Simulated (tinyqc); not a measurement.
# Worked calculation: small-signal admittance of a forward-biased p+-n diode

Numbers from tinyqc (`OMP_NUM_THREADS=1 python tinyqc.py 2890179 2890180 out.jsonl`; about 0.01 s on one thread of a shared Intel Xeon 2.30GHz). Printed values are rounded.

Holes injected into a neutral base of width wb with an ohmic contact at its end; low injection, p0 far above the equilibrium density. A small voltage v exp(i w t), w = 2 pi f, modulates the edge density by p0 v/Vt, and the small-signal density obeys Dp d2p/dx2 = (1/tau + i w) p.

Values chosen for this exercise; permittivity close to that of germanium: temperature T = 300 K; relative permittivity eps_r = 16; donor density of the base Nd = 2.2e15 cm^-3; hole diffusion coefficient Dp = 20 cm^2/s; hole lifetime tau = 1e-8 s; width of the neutral base wb = 0.58 um; excess hole density at the junction edge p0 = 2.1e12 cm^-3; acceptor density of the p+ side Na = 6e19 cm^-3; signal frequency f = 4.9e9 Hz.

Constants: q = 1.602176634e-19 C, kB = 1.380649e-23 J/K, Vt = kB T/q, eps0 = 8.8541878128e-14 F/cm where lengths are in cm. Results are converted to the units shown.

## Closed-form admittance

L = sqrt(Dp tau); direct current J = (q Dp p0/L) coth(wb/L); k = sqrt(1 + i w tau)/L; diffusion admittance Y = (q Dp p0/Vt) k coth(k wb) = G + i w C_diff; junction capacitance C_j = sqrt(q eps0 eps_r Nd/(2 Vr)) in the depletion approximation, with the remaining barrier Vr = Vt ln(Na/p0), a rough value under forward bias; base-width modulation is left out.

L = 4.472136 um
J = 0.1166694 A/cm^2
k wb = 1.611726+1.606500i
Y = 6.642579+6.696825i S/cm^2
C_diff = 2.175169e-4 uF/cm^2
C_j = 0.02371811 uF/cm^2

G is 1.47 times its low-frequency value J/Vt, and C_diff is 0.00917 times C_j.

## The same by finite differences

8 equal intervals, h = wb/8; u = small-signal density over its edge value, u_0 = 1, u_8 = 0; u_(i-1) + b u_i + u_(i+1) = 0 with b = -2 - h^2 (1/tau + i w)/Dp; Y = (q Dp p0/(Vt h)) (-b/2 - u_1), which includes the half box at the edge.

b = -2.000263-0.080914i
u, node 1 to 7: [0.8166671-0.1479356i, 0.6455188-0.2298306i, 0.4931366-0.2595546i, 0.3618855-0.2494454i, 0.2509131-0.2101202i, 0.1570082-0.1505479i, 0.0753260-0.0783111i]
Y on the mesh = 6.586871+6.763804i S/cm^2

Against the closed form the real part is 0.84 % below it and the imaginary part 1.0 % above it; |k h| = 0.28.
